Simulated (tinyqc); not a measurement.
Deformation-potential model of the X valleys of a conduction band: one step. Shares of the electrons.

Valleys with axes along x, y and z, one whole valley each. Herring-Vogt shift of a valley with unit axis a: dE = Xd tr(e) + Xu a.e.a. Non-degenerate shares n_i = exp(-dE_i/kT)/sum_j exp(-dE_j/kT). Inverse mass tensor of a valley: (1 - a a)/mt + a a/ml; the masses are taken as independent of strain.

Constants: kB = 8.617333262e-05 eV/K.

Values chosen for the exercise (out of a larger set: near those of GaP; not measured data): T = 300 K (temperature).

shifts dE (meV): x -20.2657, y -20.2657, z -20.2657

Task: Boltzmann factors of the shifts.

Give: kT; shares; effective number of valley axes, 1/(largest share).

Result:

kT = 25.852 meV

shares: x 0.3333, y 0.3333, z 0.3333

effective number of valley axes, 1/(largest share) = 3.000

tinyqc: `OMP_NUM_THREADS=1 python tinyqc.py 1080158 1080159 out.jsonl`; about 0.02 s, one thread, shared Intel(R) Xeon(R) Processor @ 2.30GHz.
